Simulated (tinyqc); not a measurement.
# Worked calculation: read current of a NAND string, cells in series solved by shooting

Numbers from tinyqc (`OMP_NUM_THREADS=1 python tinyqc.py 2142222 2142223 out.jsonl`; about 0.3 s on one thread of a shared Intel Xeon 2.30GHz). Printed values are rounded.

Cells in series, numbered from 0 at the source line (0 V) to the bit line, each followed by a gap resistance Rg. A cell with gate Vg, threshold VT, source Vs and drain Vd passes I = 2 nf K Vt^2 [F(Vs) - F(Vd)]/(1 + th max(Vg - VT, 0)), F(V) = ln^2(1 + exp((Vg - VT - nf V)/(2 nf Vt))). The selected cell has Vg = Vr, the others Vg = Vp.

Parameters, values chosen for the exercise; values of the order met in vertical NAND strings:
- T = 300 K (temperature)
- K = 4.9 uA/V^2 (gain factor of a cell)
- nf = 2.2 (slope factor)
- th = 0.07 1/V (mobility reduction factor)
- Rg = 30 kohm (resistance of the gap between cells)
- Vbl = 0.4 V (bit-line voltage)
- Vp = 6.7 V (pass voltage)
- Vr = 3.67 V (read voltage on the selected word line)

Constants: q = 1.602176634e-19 C, kB = 1.380649e-23 J/K, Vt = kB T/q. Results are converted to the units shown.

## Step 1: node voltages for a trial current

first trial current = 0.39 uA
thresholds from the source end, cell 0 to 5 (V): 3.8  -1.9  -1.9  3.8  2.2  -1.9

For a trial current I start at 0 V and, cell by cell (the selected one is cell 4), solve for the drain: sqrt(F(Vd)) = sqrt(F(Vs) - I/k), k = 2 nf K Vt^2/(1 + th max(Vg - VT, 0)), Vd = [Vg - VT - 2 nf Vt ln(exp(sqrt F) - 1)]/nf, then add I Rg.

node voltage after each cell and gap, trial 1, cell 0 to 5 (V): 0.0451411  0.0718698  0.0987036  0.146631  0.241468  0.269005

## Step 2: node voltages for a trial current

second trial current = 0.47 uA

As before.

node voltage after each cell and gap, trial 2, cell 0 to 5 (V): 0.0545090  0.0867720  0.119189  0.177863  0.302518  0.336037

## Course of the secant iteration

Secant steps on the end voltage less Vbl, from the two trials; a trial above the saturation current of a cell has no solution and is moved halfway to the previous trial. Stop below 1e-9 V.

Course of the iteration:
```
iteration    I (uA)  end voltage - Vbl (V)  halvings
1          0.546337                8.01e-3         0
2          0.537841               -5.28e-4         0
3          0.538367               -4.55e-6         0
4          0.538372                2.57e-9         0
5          0.538372              -1.23e-14         0
```

Converged in 5 iterations to I = 0.53837 uA. The selected cell takes 35.0 % of the bit-line voltage and the gaps together 24.2 %.
